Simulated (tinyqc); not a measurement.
Worked calculation: Pariser-Parr-Pople SCF with singles CI, for the molecule [CH2+]c1ccccc1 (SMILES; centres numbered as the heavy atoms are written). Computed by tinyqc, a small Python program that keeps every step. Settings: charge = 1, gamma = Ohno, start = core, damping = 0, iteration cap = 61, excitations kept = 4. Command: `OMP_NUM_THREADS=1 python tinyqc.py 27537 27538 out.jsonl` (the two numbers bound the seeds that draw the settings). One thread of a shared host (Intel(R) Xeon(R) Processor @ 2.60GHz), about 0.01 s of CPU time with the checks. Later iterations appear only in the table of the cycle.

## PPP integrals

Centres (angstrom, eV; a flat drawing with bonds scaled to 1.40 angstrom):
```
centre,x,y,core charge z,W,gamma_rr
1C,2.400000,0.000000,1,11.160000,11.130000
2C,1.000000,0.000000,1,11.160000,11.130000
3C,0.300000,1.212000,1,11.160000,11.130000
4C,-1.100000,1.212000,1,11.160000,11.130000
5C,-1.800000,0.000000,1,11.160000,11.130000
6C,-1.100000,-1.212000,1,11.160000,11.130000
7C,0.300000,-1.212000,1,11.160000,11.130000
```

Resonance integrals (eV):
```
i,j,beta
1,2,-2.530000
2,3,-2.530000
3,4,-2.530000
4,5,-2.530000
5,6,-2.530000
6,7,-2.530000
7,2,-2.530000
```

Ohno: gamma = 14.399645/sqrt(R^2 + a^2), a = 2 x 14.399645/(gamma_rr + gamma_ss); H_rr = -W_r - sum_(s != r) z_s gamma_rs; H_rs = beta for bonds.

repulsion gamma_rs (eV), lower triangle:
```
,1C,2C,3C,4C,5C,6C,7C
1C,11.130000
2C,7.553862,11.130000
3C,5.239602,7.554960,11.130000
4C,3.670230,5.239602,7.553862,11.130000
5C,3.276555,4.668463,5.239602,7.554960,11.130000
6C,3.670230,5.239602,4.669500,5.240702,7.554960,11.130000
7C,5.239602,7.554960,5.240702,4.669500,5.239602,7.553862,11.130000
```

core matrix H (eV), lower triangle:
```
,1C,2C,3C,4C,5C,6C,7C
1C,-39.810081
2C,-2.530000,-48.971449
3C,0.000000,-2.530000,-46.658228
4C,0.000000,0.000000,-2.530000,-45.088855
5C,0.000000,0.000000,0.000000,-2.530000,-44.694143
6C,0.000000,0.000000,0.000000,0.000000,-2.530000,-45.088855
7C,0.000000,-2.530000,0.000000,0.000000,0.000000,-2.530000,-46.658228
```

## Starting guess

pi electrons, sum of z_r less the charge = 6

Orbitals of the core matrix H.

P at the start, lower triangle:
```
,1C,2C,3C,4C,5C,6C,7C
1C,0.071809
2C,0.316373,1.428312
3C,0.105444,0.547955,1.004773
4C,-0.053831,-0.108550,0.709770,0.872266
5C,-0.101676,-0.303945,0.199218,0.613713,0.745800
6C,-0.053831,-0.108550,-0.245346,0.168498,0.613713,0.872266
7C,0.105444,0.547955,-0.291459,-0.245346,0.199218,0.709770,1.004773
```

## Iteration 1: Fock matrix

F_rr = H_rr + P_rr gamma_rr / 2 + sum_(s != r) P_ss gamma_rs; F_rs = H_rs - P_rs gamma_rs / 2; E = tr P (H + F) / 2 + core repulsion sum_(r<s) z_r z_s gamma_rs.

F (eV), lower triangle:
```
,1C,2C,3C,4C,5C,6C,7C
1C,-9.245477
2C,-3.724917,-12.676018
3C,-0.276242,-4.599888,-10.064136
4C,0.098787,0.284379,-5.210753,-9.999870
5C,0.166574,0.709477,-0.521911,-4.848287,-9.931361
6C,0.098787,0.284379,0.572821,-0.441524,-4.848287,-9.999870
7C,-0.276242,-4.599888,0.763724,0.572821,-0.521911,-5.210753,-10.064136
```

pi energy = -82.763733 eV

## Iteration 1: orbitals and new P

Diagonalise F (the basis is taken as orthonormal) and form P = 2 sum c c over the lowest orbitals.

orbital energies (eV): -20.035739  -17.094338  -16.011406  -8.749401  -4.594179  -4.374800  -1.121005

P after iteration 1, lower triangle:
```
,1C,2C,3C,4C,5C,6C,7C
1C,0.251844
2C,0.547743,1.229873
3C,0.209354,0.534870,0.892606
4C,-0.083852,-0.046196,0.708131,0.954154
5C,-0.196264,-0.265887,0.168803,0.633675,0.824763
6C,-0.083852,-0.046196,-0.285900,0.063251,0.633675,0.954154
7C,0.209354,0.534870,-0.216490,-0.285900,0.168803,0.708131,0.892606
```

## Iteration 2: Fock matrix

As before.

F (eV), lower triangle:
```
,1C,2C,3C,4C,5C,6C,7C
1C,-10.058169
2C,-4.598786,-12.888455
3C,-0.548466,-4.550462,-10.417391
4C,0.153879,0.121025,-5.204562,-10.268483
5C,0.321535,0.620642,-0.442231,-4.923693,-9.766546
6C,0.153879,0.121025,0.667505,-0.165739,-4.923693,-10.268483
7C,-0.548466,-4.550462,0.567281,0.667505,-0.442231,-5.204562,-10.417391
```

pi energy = -84.157185 eV

## Iteration 2: orbitals and new P

As before.

orbital energies (eV): -20.676444  -17.450506  -16.432309  -8.953948  -4.655107  -4.575651  -1.340954

P after iteration 2, lower triangle:
```
,1C,2C,3C,4C,5C,6C,7C
1C,0.380974
2C,0.649717,1.156244
3C,0.239961,0.499757,0.858569
4C,-0.107091,-0.030630,0.716573,0.971938
5C,-0.237854,-0.228175,0.183420,0.626410,0.801767
6C,-0.107091,-0.030630,-0.280620,0.046822,0.626410,0.971938
7C,0.239961,0.499757,-0.216315,-0.280620,0.183420,0.716573,0.858569
```

## Iteration 3: Fock matrix

As before.

F (eV), lower triangle:
```
,1C,2C,3C,4C,5C,6C,7C
1C,-10.197222
2C,-4.983937,-12.758055
3C,-0.628650,-4.417824,-10.567962
4C,0.196525,0.080244,-5.236445,-10.577938
5C,0.389671,0.532614,-0.480523,-4.896252,-9.903114
6C,0.196525,0.080244,0.655177,-0.122691,-4.896252,-10.577938
7C,-0.628650,-4.417824,0.566821,0.655177,-0.480523,-5.236445,-10.567962
```

pi energy = -84.408339 eV

## Iteration 3: orbitals and new P

As before.

orbital energies (eV): -20.848942  -17.641670  -16.696426  -8.871386  -4.893605  -4.632877  -1.565287

P after iteration 3, lower triangle:
```
,1C,2C,3C,4C,5C,6C,7C
1C,0.441904
2C,0.689820,1.126781
3C,0.248069,0.480497,0.842121
4C,-0.115918,-0.025992,0.723348,0.982242
5C,-0.250454,-0.212060,0.193352,0.620591,0.782588
6C,-0.115918,-0.025992,-0.274993,0.039816,0.620591,0.982242
7C,0.248069,0.480497,-0.215453,-0.274993,0.193352,0.723348,0.842121
```

## Convergence

Stop when output and input P, before any damping, agree to 1e-7.

Course of the cycle:
```
iteration,E (eV),largest |P(out) - P(in)|
1,-82.76373253,2.31e-01
2,-84.15718497,1.29e-01
3,-84.40833876,6.09e-02
4,-84.45601882,2.51e-02
5,-84.46512323,1.02e-02
6,-84.46714189,4.20e-03
7,-84.46767350,2.21e-03
8,-84.46783151,1.27e-03
9,-84.46788161,7.35e-04
10,-84.46789798,4.24e-04
11,-84.46790341,2.45e-04
...,...,...
16,-84.46790610,1.58e-05
17,-84.46790611,9.13e-06
18,-84.46790612,5.28e-06
19,-84.46790612,3.05e-06
20,-84.46790612,1.76e-06
21,-84.46790612,1.02e-06
22,-84.46790612,5.90e-07
23,-84.46790612,3.41e-07
24,-84.46790612,1.97e-07
25,-84.46790612,1.14e-07
26,-84.46790612,6.59e-08
```

Converged in 26 iterations.

## Converged orbitals

Charges are z - P_rr.

orbital energies (eV): -20.943438  -17.771296  -16.919587  -8.811863  -5.074420  -4.685714  -1.752083

coefficients:
```
,MO1,MO2,MO3,MO4,MO5,MO6,MO7
1C,0.310117,-0.382426,0.000000,0.726673,0.000000,-0.449172,0.166639
2C,0.581976,-0.467266,0.000000,-0.069659,0.000000,0.550728,-0.367168
3C,0.392051,-0.007153,0.507249,-0.391366,-0.492644,-0.214010,0.383768
4C,0.304121,0.406414,0.492644,0.023490,0.507249,-0.254203,-0.420912
5C,0.269713,0.552237,0.000000,0.399570,0.000000,0.523549,0.434200
6C,0.304121,0.406414,-0.492644,0.023490,-0.507249,-0.254203,-0.420912
7C,0.392051,-0.007153,-0.507249,-0.391366,0.492644,-0.214010,0.383768
```

pi charges: 1C 0.515155, 2C -0.114067, 3C 0.177887, 4C -0.000720, 5C 0.244578, 6C -0.000720, 7C 0.177887

## Singles CI, singlets

Over the 4 single excitations with the smallest orbital gaps: A = (e_a - e_i) delta + 2 (ia|jb) - (ij|ab), with (pq|rs) = sum c_mp c_mq gamma_mn c_nr c_ns. f = 2/3 w |mu|^2 in atomic units, mu = sqrt2 sum c_ia sum_m c_mi c_ma R_m.

singlet CI matrix (eV), lower triangle:
```
,3>4,2>4,3>5,1>4
3>4,3.367584
2>4,0.000000,4.946948
3>5,0.000000,0.656964,6.769436
1>4,0.000000,0.405809,0.002464,6.889039
```

singlet excitation energies (eV): 3.367584  4.667734  6.843016  7.094673

oscillator strengths: 0.121007  0.544862  0.590819  0.587060

## Singles CI, triplets

Over the 4 single excitations with the smallest orbital gaps: A = (e_a - e_i) delta - (ij|ab), with (pq|rs) = sum c_mp c_mq gamma_mn c_nr c_ns.

triplet CI matrix (eV), lower triangle:
```
,3>4,2>4,3>5,1>4
3>4,2.489046
2>4,0.000000,2.992982
3>5,0.000000,-0.242300,4.697535
1>4,0.000000,0.907141,-0.652956,5.749889
```

triplet excitation energies (eV): 2.489046  2.720178  4.400708  6.319520
